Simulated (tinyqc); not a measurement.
## Insulator thickness and V0 from two charges

Question. In an undoped wire Vg - V0 = Q/Cox + Vt ln(Q/Q0) + Vt ln(1 + Q/Q0) at the source, with Q0 = 4 eps0 eps_r Vt/R and Cox = eps0 eox/(R ln(1 + tox/R)). Find Cox, tox and V0.

Parameters, values chosen for the exercise; material values close to those of silicon: temperature T = 293 K; relative permittivity of the semiconductor eps_r = 11.9; relative permittivity of the gate insulator eox = 24.5; wire radius R = 6 nm.

Constants: q = 1.602176634e-19 C, kB = 1.380649e-23 J/K, Vt = kB T/q, eps0 = 8.8541878128e-14 F/cm where lengths are in cm. Results are converted to the units shown.

Qs at Vg = 1 and 1.4 V (nC/cm^2): 1060.6967  2875.1972

Solution. The two equations are linear in 1/Cox and V0; tox follows by inverting the logarithm.

Cox = 5.15 uF/cm^2
tox = 6.10 nm
V0 = 0.700 V

Numbers from tinyqc (`OMP_NUM_THREADS=1 python tinyqc.py 2460039 2460040 out.jsonl`; about 0.02 s on one thread of a shared Intel Xeon 2.30GHz).
